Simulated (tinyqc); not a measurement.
Comparisons within one model: alloy A(1-x)B(x) by interpolation with bowing. A value that a table varies takes the place of the one given here.

Each gap follows E(x) = (1 - x) E_A + x E_B - C x (1 - x); the lattice constant follows Vegard, a(x) = (1 - x) a_A + x a_B.

Mass at Gamma from the Kane formula 1/m = F + Ep (Eg + 2 Dso/3)/(Eg (Eg + Dso)). F is fixed by the masses of A and B and interpolated linearly, as is Ep; Eg and Dso carry their bowing.

Constants: hc = 1239.841984 eV nm.

Inputs chosen for the exercise (A near GaSb, B near GaAs; the results hold for these values, not for the real material):

| symbol | value | unit | meaning |
|---|---|---|---|
| a | (6.094, 5.65) | angstrom | lattice constant of A, B |
| Eg | (0.816, 1.506) | eV | gap at Gamma to the s-like level of A, B |
| EgX | (1.139, 1.982) | eV | gap to the lowest valley along Gamma-X of A, B |
| EgL | (0.864, 1.83) | eV | gap to L of A, B |
| C | (1.25, 1.087, 1.123) | eV | bowing of the Gamma, X and L gaps |
| Dso | (0.764, 0.341) | eV | spin-orbit splitting of A, B |
| Ep | (27.2, 25.8) | eV | Kane energy of A, B |
| me | (0.0393, 0.0667) | m0 | electron mass at Gamma of A, B |
| Cs | 0.6 | eV | bowing of Dso |
| x | 0.91 |  | fraction of B |

## Gaps across the alloy

Eleven compositions.

Gaps (eV):

| x | a (angstrom) | Gamma | X | L | lowest | wavelength (nm) |
|---|---|---|---|---|---|---|
| 0.0 | 6.0940 | 0.816 | 1.139 | 0.864 | Gamma | 1519 |
| 0.1 | 6.0496 | 0.772 | 1.125 | 0.860 | Gamma | 1605 |
| 0.2 | 6.0052 | 0.754 | 1.134 | 0.878 | Gamma | 1644 |
| 0.3 | 5.9608 | 0.760 | 1.164 | 0.918 | Gamma | 1630 |
| 0.4 | 5.9164 | 0.792 | 1.215 | 0.981 | Gamma | 1565 |
| 0.5 | 5.8720 | 0.849 | 1.289 | 1.066 | Gamma | 1461 |
| 0.6 | 5.8276 | 0.930 | 1.384 | 1.174 | Gamma | 1333 |
| 0.7 | 5.7832 | 1.036 | 1.501 | 1.304 | Gamma | 1196 |
| 0.8 | 5.7388 | 1.168 | 1.639 | 1.457 | Gamma | 1062 |
| 0.9 | 5.6944 | 1.325 | 1.800 | 1.632 | Gamma | 936 |
| 1.0 | 5.6500 | 1.506 | 1.982 | 1.830 | Gamma | 823 |

What does this show, and why?

The lowest valley is Gamma at every x. The Gamma gap has a minimum inside the range, 0.753 eV at x = (C - (E_B - E_A))/(2C) = 0.224, since the bowing exceeds the difference of the end gaps.

## Three ways to interpolate a mass

Linear in m, linear in 1/m, and the Kane formula.

Masses (m0):

| x | Eg (eV) | linear in m | linear in 1/m | Kane | Kane m/Eg (1/eV) |
|---|---|---|---|---|---|
| 0.000 | 0.816 | 0.0393 | 0.0393 | 0.0393 | 0.0482 |
| 0.125 | 0.766 | 0.0427 | 0.0414 | 0.0363 | 0.0474 |
| 0.250 | 0.754 | 0.0461 | 0.0438 | 0.0351 | 0.0466 |
| 0.375 | 0.782 | 0.0496 | 0.0465 | 0.0358 | 0.0458 |
| 0.500 | 0.849 | 0.0530 | 0.0495 | 0.0383 | 0.0452 |
| 0.625 | 0.954 | 0.0564 | 0.0529 | 0.0426 | 0.0447 |
| 0.750 | 1.099 | 0.0599 | 0.0568 | 0.0488 | 0.0444 |
| 0.875 | 1.283 | 0.0633 | 0.0614 | 0.0568 | 0.0443 |
| 1.000 | 1.506 | 0.0667 | 0.0667 | 0.0667 | 0.0443 |

How do the results move?

At x = 0.5 the three give 0.0530, 0.0495 and 0.0383; judged by the largest distance, the Kane value is closer to the interpolation in 1/m (largest distances 0.0147 m0 from the rule in m, 0.0111 m0 from the rule in 1/m), and it dips below both end values, following the bowed gap, which neither rule can do. The ratio m/Eg varies by a factor of 1.09 while the gap varies by 2.00; a constant ratio is the two-band rule m = Eg/Ep at fixed Ep.

## What each parameter does

Gaps at x and the Kane mass. Each row changes one parameter from the base and keeps the others.

Results:

| case | Gamma (eV) | X (eV) | L (eV) | mass (m0) |
|---|---|---|---|---|
| base | 1.3415 | 1.8171 | 1.6511 | 0.0594 |
| x = 0.95 | 1.4121 | 1.8882 | 1.7284 | 0.0625 |
| C = (1.35, 1.187, 1.223) eV | 1.3333 | 1.8089 | 1.6429 | 0.0590 |
| Eg = (0.857, 1.506) eV | 1.3452 | 1.8171 | 1.6511 | 0.0592 |
| EgX = (1.139, 1.883) eV | 1.3415 | 1.7270 | 1.6511 | 0.0594 |
| EgL = (0.821, 1.83) eV | 1.3415 | 1.8171 | 1.6472 | 0.0594 |
| Ep = (29.9, 28.4) eV | 1.3415 | 1.8171 | 1.6511 | 0.0591 |
| Cs = 0.65 eV | 1.3415 | 1.8171 | 1.6511 | 0.0593 |

What can be read from the table?

The largest shifts from the base row, up to three for each result and ties (the steps differ in size, so this ranks the rows, not the parameters). Gamma (eV): x +0.0706, C -0.0082, Eg +0.0037; unchanged at the printed digits by EgX, EgL, Ep and Cs. X (eV): EgX -0.0901, x +0.0711, C -0.0082; unchanged at the printed digits by Eg, EgL, Ep and Cs. L (eV): x +0.0773, C -0.0082, EgL -0.0039; unchanged at the printed digits by Eg, EgX, Ep and Cs. mass (m0): x +0.0031, C -0.0004, Ep -0.0003; unchanged at the printed digits by EgX and EgL.

Program tinyqc; command `OMP_NUM_THREADS=1 python tinyqc.py 1080327 1080328 out.jsonl`; about 0.01 s on one thread of a shared Intel(R) Xeon(R) Processor @ 2.30GHz.
